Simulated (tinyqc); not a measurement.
## Margin needed against array size

Cells fail independently with probability Q(k) = erfc(k/sqrt(2))/2 when the margin is k standard deviations, and Y = exp(-Nb Q(k)). phi = exp(-k^2/2)/sqrt(2 pi).  k solves Y = exp(-Nb Q(k)); the estimate is sqrt(2 ln(Nb/(-ln Y))).

Parameters, values chosen for the exercise:
```
symbol,value,unit,meaning
Y,0.4,,wanted yield
```

Margin needed against array size:

| Nb | allowed Q | k | estimate |
|---|---|---|---|
| 1024 | 8.9482e-4 | 3.1231 | 3.7467 |
| 16384 | 5.5926e-5 | 3.8633 | 4.4253 |
| 262144 | 3.4954e-6 | 4.4940 | 5.0128 |
| 4194304 | 2.1846e-7 | 5.0521 | 5.5383 |
| 67108864 | 1.3654e-8 | 5.5579 | 6.0182 |
| 1073741824 | 8.5336e-10 | 6.0235 | 6.4625 |
| 17179869184 | 5.3335e-11 | 6.4572 | 6.8781 |

Read the table: what changes, and by how much?

A 1.68e7-fold larger array raises k only from 3.12 to 6.46; the last factor of 16 costs 0.43 standard deviations. The estimate, which drops the factor 1/(k sqrt(2 pi)) of the tail, is 20 % above k in the first row and 6.5 % above it in the last.

Computed by the program tinyqc: `OMP_NUM_THREADS=1 python tinyqc.py 2090099 2090100 out.jsonl`, one thread of a shared Intel Xeon 2.30GHz, about 0.01 s for the whole run.
